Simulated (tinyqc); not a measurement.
Worked calculation: empirical pseudopotential in a few plane waves. One step of it, computed by the program tinyqc.

Question. Bloch Hamiltonian at k. Basis: the 15 shortest G (labels in 2 pi/a), the same at every k. H(G,G') = c |k + G|^2 delta + VS(|G-G'|^2) cos((G-G').tau) + i VA sin((G-G').tau), tau = a/8 (1,1,1); 1 Ry = 13.605693 eV.

Parameters chosen for this model: fcc lattice, atoms at +/- a/8 (1,1,1); form factors in rydberg at |G|^2 in units of (2 pi/a)^2:
```
parameter                 value      unit
a                      5.630000  angstrom
VS(3)                 -0.250000        Ry
VS(8)                  0.003000        Ry
VS(11)                 0.072000        Ry
VA(3)                         0        Ry
VA(4)                         0        Ry
VA(11)                        0        Ry
hbar^2/2m (2 pi/a)^2   4.745324        eV
```

k point k (2 pi / a): -0.260000  0.460000  0.390000

Give: H(k) at k.

Answer.

H(k) at k (eV):
```
         +0+0+0   -1-1-1   -1-1+1   -1+1-1   -1+1+1   +1-1-1   +1-1+1   +1+1-1
+0+0+0   2.0467   2.4052  -2.4052  -2.4052  -2.4052  -2.4052  -2.4052  -2.4052
-1-1-1   2.4052  10.6831   0.0000   0.0000  -0.0408   0.0000  -0.0408  -0.0408
-1-1+1  -2.4052   0.0000  18.0859   0.0408   0.0000   0.0408   0.0000   0.0000
-1+1-1  -2.4052   0.0000   0.0408  19.4145   0.0000   0.0408   0.0000   0.0000
-1+1+1  -2.4052  -0.0408   0.0000   0.0000  26.8172   0.0000   0.0408   0.0408
+1-1-1  -2.4052   0.0000   0.0408   0.0408   0.0000   5.7480   0.0000   0.0000
+1-1+1  -2.4052  -0.0408   0.0000   0.0000   0.0408   0.0000  13.1507   0.0408
+1+1-1  -2.4052  -0.0408   0.0000   0.0000   0.0408   0.0000   0.0408  14.4794
+1+1+1   2.4052   0.0000  -0.0408  -0.0408   0.0000  -0.0408   0.0000   0.0000
-2+0+0   0.0000  -2.4052  -2.4052  -2.4052   2.4052   0.6927  -0.6927  -0.6927
+0-2+0   0.0000  -2.4052  -2.4052   0.6927  -0.6927  -2.4052   2.4052  -0.6927
+0+0-2   0.0000  -2.4052   0.6927  -2.4052  -0.6927  -2.4052  -0.6927   2.4052
+0+0+2   0.0000  -0.6927   2.4052  -0.6927  -2.4052  -0.6927  -2.4052   0.6927
+0+2+0   0.0000  -0.6927  -0.6927   2.4052  -2.4052  -0.6927   0.6927  -2.4052
+2+0+0   0.0000  -0.6927  -0.6927  -0.6927   0.6927   2.4052  -2.4052  -2.4052

         +1+1+1   -2+0+0   +0-2+0   +0+0-2   +0+0+2   +0+2+0   +2+0+0
+0+0+0   2.4052   0.0000   0.0000   0.0000   0.0000   0.0000   0.0000
-1-1-1   0.0000  -2.4052  -2.4052  -2.4052  -0.6927  -0.6927  -0.6927
-1-1+1  -0.0408  -2.4052  -2.4052   0.6927   2.4052  -0.6927  -0.6927
-1+1-1  -0.0408  -2.4052   0.6927  -2.4052  -0.6927   2.4052  -0.6927
-1+1+1   0.0000   2.4052  -0.6927  -0.6927  -2.4052  -2.4052   0.6927
+1-1-1  -0.0408   0.6927  -2.4052  -2.4052  -0.6927  -0.6927   2.4052
+1-1+1   0.0000  -0.6927   2.4052  -0.6927  -2.4052   0.6927  -2.4052
+1+1-1   0.0000  -0.6927  -0.6927   2.4052   0.6927  -2.4052  -2.4052
+1+1+1  21.8821  -0.6927  -0.6927  -0.6927  -2.4052  -2.4052  -2.4052
-2+0+0  -0.6927  25.9631   0.0408   0.0408  -0.0408  -0.0408   0.0000
+0-2+0  -0.6927   0.0408  12.2966   0.0408  -0.0408   0.0000  -0.0408
+0+0-2  -0.6927   0.0408   0.0408  13.6252   0.0000  -0.0408  -0.0408
+0+0+2  -2.4052  -0.0408  -0.0408   0.0000  28.4307   0.0408   0.0408
+0+2+0  -2.4052  -0.0408   0.0000  -0.0408   0.0408  29.7594   0.0408
+2+0+0  -2.4052   0.0000  -0.0408  -0.0408   0.0408   0.0408  16.0928
```
